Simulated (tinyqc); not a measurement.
Surface photovoltage measurement of the minority-carrier diffusion length in a wafer: one step, computed by the program tinyqc.

Low injection, steady light, a depletion layer much thinner than 1/alpha and L. The excess density dn is taken at the front edge of the neutral region; light that reaches the back is lost.

Question. One wavelength. alpha = (84.732/lambda - 76.417)^2 per cm with lambda in micrometre (an empirical fit for silicon between 0.7 and 1.05 micrometre). Thick wafer: dn = Phi L/((S_f + D/L)(L + 1/alpha)). Finite wafer, with s = S_b L/D, w = W/L, a = alpha L: dn = [Phi a/(a^2 - 1)] [a - B - exp(-alpha W)(a - s)/(cosh w + s sinh w)]/(S_f + B D/L), B = (sinh w + s cosh w)/(cosh w + s sinh w). Photovoltage V = (k_B T/e) ln(1 + dn/n_0). Lifetime = L^2/D.

Inputs (values chosen for the exercise, modelled on p-type silicon at room temperature):

| quantity | value | unit |
|---|---|---|
| diffusion length L | 290 | micrometre |
| wafer thickness W | 725 | micrometre |
| diffusivity D | 29 | cm^2/s |
| front recombination velocity S_f | 51000 | cm/s |
| back recombination velocity S_b | 140 | cm/s |
| photon flux entering | 8.9e+12 | 1/(cm^2 s) |
| minority density at the surface barrier scale n_0 | 4.8e+08 | 1/cm^3 |
| temperature T | 298 | K |
| wavelength | 919 | nm |

Constants: k_B = 8.617333262e-05 eV/K.

Give: alpha; penetration depth 1/alpha; dn, thick wafer; B; dn, finite wafer; photovoltage V; lifetime.

Answer.

alpha = 249.1 1/cm

penetration depth 1/alpha = 40.14 micrometre

dn, thick wafer = 1.503e+08 1/cm^3

B = 0.9899

dn, finite wafer = 1.506e+08 1/cm^3

photovoltage V = 7.008 mV

lifetime = 29 microsecond

Caution: dn is not small against n_0, so V is not linear in the flux; the constant-flux reading then needs dn, not V.
